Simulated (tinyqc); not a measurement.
What each input does: propagation of a band-gap error through k.p and effective-mass formulas.

Chain, for a gap E (the reference Eg or another value), with Ep and Dso kept: 1/me = 1 + Ep (E + 2 Dso/3)/(E (E + Dso)); g* = 2 - 2 Ep Dso/(3 E (E + Dso)); g1(E) = g1 + (Ep/3)(1/E - 1/Eg), g2(E) = g2 + (Ep/6)(1/E - 1/Eg), light hole 1/(g1 + 2 g2), heavy hole 1/(g1 - 2 g2) along [100]; optical constant ei(E) = 1 + (ei - 1)(EP/(EP + E - Eg))^2, static e0(E) = ei(E) + e0 - ei.

Donor: R = Ry me/e0^2, a_B = a0 e0/me, Mott density (0.26/a_B)^3. Nc, Nv = 2 (m kT/(4 pi c))^(3/2), c = hbar^2/2m0, ni = sqrt(Nc Nv) exp(-E/2kT). Exciton: Ry mu/e0^2 with 1/mu = 1/me + g1(E). 1 angstrom^-3 = 1e24 cm^-3.

Constants: Ry = 13.60569312 eV; a0 (Bohr radius) = 0.5291772105 angstrom; kB = 8.617333262e-05 eV/K; hbar^2/2m0 = 3.80998211 eV angstrom^2.

Inputs chosen for the exercise (reference values near those of ZnSe, gap at low temperature; shifted at random, so the results belong to these values and not to a real crystal): Eg = 2.776 eV (gap at Gamma to the s-like level); Dso = 0.403 eV (spin-orbit splitting); Ep = 24.3 eV (Kane energy); g1 = 3.79 (Luttinger gamma1); g2 = 1.24 (gamma2); e0 = 8.7 (static dielectric constant); ei = 5.97 (optical dielectric constant); EP = 6.96 eV (mean (Penn) gap); mh = 0.64 m0 (density-of-states mass of the holes); T = 300 K (temperature); Eg2 = 1.221 eV (a wrong gap, of the size a semi-local functional can give).

All at E = Eg2.

Results for these values:

| case | me (m0) | light hole (m0) | e0 | donor (meV) | exciton (meV) | log10 ni |
|---|---|---|---|---|---|---|
| base | 0.0519 | 0.0730 | 11.97 | 4.931 | 3.548 | 8.035 |

What happens to each result for T = 324 K, all else kept?

Answer: me does not change at the printed digits; light hole does not change at the printed digits; e0 does not change at the printed digits; donor does not change at the printed digits; exciton does not change at the printed digits; log10 ni rises from 8.035 to 8.845.

The same for each parameter in turn:

| case | me (m0) | light hole (m0) | e0 | donor (meV) | exciton (meV) | log10 ni |
|---|---|---|---|---|---|---|
| base | 0.0519 | 0.0730 | 11.97 | 4.931 | 3.548 | 8.035 |
| Eg2 = 1.123 eV | 0.0482 | 0.0673 | 12.28 | 4.353 | 3.132 | 8.834 |
| Dso = 0.371 eV | 0.0517 | 0.0730 | 11.97 | 4.905 | 3.534 | 8.033 |
| Ep = 22.356 eV | 0.0562 | 0.0763 | 11.97 | 5.335 | 3.797 | 8.061 |
| g1 = 4.093 | 0.0519 | 0.0714 | 11.97 | 4.931 | 3.508 | 8.035 |
| EP = 6.403 eV | 0.0519 | 0.0730 | 12.40 | 4.596 | 3.307 | 8.035 |
| ei = 6.448 | 0.0519 | 0.0730 | 12.29 | 4.681 | 3.368 | 8.035 |
| mh = 0.691 m0 | 0.0519 | 0.0730 | 11.97 | 4.931 | 3.548 | 8.060 |
| T = 324 K | 0.0519 | 0.0730 | 11.97 | 4.931 | 3.548 | 8.845 |

tinyqc: `OMP_NUM_THREADS=1 python tinyqc.py 1880725 1880726 out.jsonl`; about 0.01 s, one thread, shared Intel(R) Xeon(R) Processor @ 2.30GHz.
